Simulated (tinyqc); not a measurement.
## Error from band bending against le

In A the levels shift by pb (1 - z/W)^2 for z < W. The signal from depth z is weighted by exp(-z/le)/le, so the centroid shifts by pb [1 - 2/a + (2/a^2)(1 - exp(-a))], a = W/le, and the error of iA against its value at the interface is that less pb.

Parameters, values chosen for the exercise:
```
symbol,value,unit,meaning
pb,0.25,V,band bending in A at the interface
W,13,nm,width of the bent region
```

Result of one run:

| le (nm) | a | centroid shift (eV) | error (meV) |
|---|---|---|---|
| 7.7 | 1.688 | 0.09684 | -153.2 |

What becomes of these results when the escape depth le is changed from 7.7 to 6.2 nm, all else the same?

Result of the changed run:

| le (nm) | a | centroid shift (eV) | error (meV) |
|---|---|---|---|
| 6.2 | 2.097 | 0.1113 | -138.7 |

The whole series:

| le (nm) | a | centroid shift (eV) | error (meV) |
|---|---|---|---|
| 0.5 | 26.00 | 0.2315 | -18.49 |
| 1.9 | 6.842 | 0.1876 | -62.41 |
| 3.4 | 3.824 | 0.1527 | -97.32 |
| 4.8 | 2.708 | 0.1290 | -121.0 |
| 6.2 | 2.097 | 0.1113 | -138.7 |
| 7.7 | 1.688 | 0.09684 | -153.2 |
| 9.1 | 1.429 | 0.08629 | -163.7 |
| 10.6 | 1.226 | 0.07722 | -172.8 |
| 12 | 1.083 | 0.07030 | -179.7 |

The size of the error rises from 18.5 to 180 meV; for large a it is 2 |pb|/a. It is below 50 meV, a typical accuracy of the method, in 1 of the 9 rows. Heavily doped substrates and deep-probing photons need the correction.

Computed by the program tinyqc: `OMP_NUM_THREADS=1 python tinyqc.py 2410106 2410107 out.jsonl`, one thread of a shared Intel Xeon 2.30GHz, about 0.01 s for the whole run.
